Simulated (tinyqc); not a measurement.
## From single traps to 1/f noise

7 half-filled traps with time constants tau_j = 3e-7 s times 10^(1 j), j = 0..6, each shift the threshold by a = 25.7 uV when filled and give the Lorentzian a^2 tau/(1 + (2 pi f tau)^2). For time constants spread evenly in ln tau the sum tends to a^2/(4 f ln(10^1)). slope = d ln S/d ln f.

Results:
```
f (Hz)  S (uV^2/Hz)  1/f limit (uV^2/Hz)      slope  j of the largest term
0.01          220.1                 7171  -6.399e-4                      6
0.1           213.4                717.1   -0.06161                      6
1             64.86                71.71     -1.068                      6
30            2.384                2.390    -0.8466                      4
30000      0.002369             0.002390    -0.8578                      1
1e6        4.970e-5             7.171e-5     -1.615                      0
1e7        6.181e-7             7.171e-6     -1.995                      0
1e8        6.196e-9             7.171e-7     -2.000                      0
```

Estimate the missing row, f = 1000 Hz.

Computed row:
```
f (Hz)  S (uV^2/Hz)  1/f limit (uV^2/Hz)   slope  j of the largest term
1000        0.07101              0.07171  -1.149                      3
```

With this row back in the table: Below the slowest trap (1/(2 pi tau) = 0.53 Hz) the spectrum is flat, slope 0.00 in the first row; above the fastest (5.3e5 Hz) the slope tends to -2 (-2.00 in the last row). In between, at 30, 1000 and 30000 Hz, the slopes are -0.85, -1.15 and -0.86, and S is 0.98 % below the 1/f limit at 1000 Hz.

Computed by the program tinyqc: `OMP_NUM_THREADS=1 python tinyqc.py 2150004 2150005 out.jsonl`, one thread of a shared Intel Xeon 2.30GHz, about 0.01 s for the whole run.
